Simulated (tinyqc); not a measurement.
Small-signal admittance of a forward-biased p+-n diode: one step of the calculation.

Holes injected into a neutral base of width wb with an ohmic contact at its end; low injection, p0 far above the equilibrium density. A small voltage v exp(i w t), w = 2 pi f, modulates the edge density by p0 v/Vt, and the small-signal density obeys Dp d2p/dx2 = (1/tau + i w) p.

Question. The same by finite differences. 8 equal intervals, h = wb/8; u = small-signal density over its edge value, u_0 = 1, u_8 = 0; u_(i-1) + b u_i + u_(i+1) = 0 with b = -2 - h^2 (1/tau + i w)/Dp; Y = (q Dp p0/(Vt h)) (-b/2 - u_1), which includes the half box at the edge.

Parameters, values chosen for the exercise; permittivity close to that of silicon: temperature T = 350 K; hole diffusion coefficient Dp = 11 cm^2/s; hole lifetime tau = 4e-8 s; width of the neutral base wb = 27 um; excess hole density at the junction edge p0 = 3.8e13 cm^-3; signal frequency f = 2.1e6 Hz.

Constants: q = 1.602176634e-19 C, kB = 1.380649e-23 J/K, Vt = kB T/q. Results are converted to the units shown.

Give: b; u; Y on the mesh.

Answer.

b = -2.259-0.137i
u, node 1 to 7: [0.5897-0.0744i, 0.3422-0.0874i, 0.1952-0.0763i, 0.1091-0.0583i, 0.0593-0.0405i, 0.0304-0.0250i, 0.0127-0.0118i]
Y on the mesh = 3.551+0.939i S/cm^2

Numbers from tinyqc (`OMP_NUM_THREADS=1 python tinyqc.py 2890133 2890134 out.jsonl`; about 0.01 s on one thread of a shared Intel Xeon 2.30GHz).
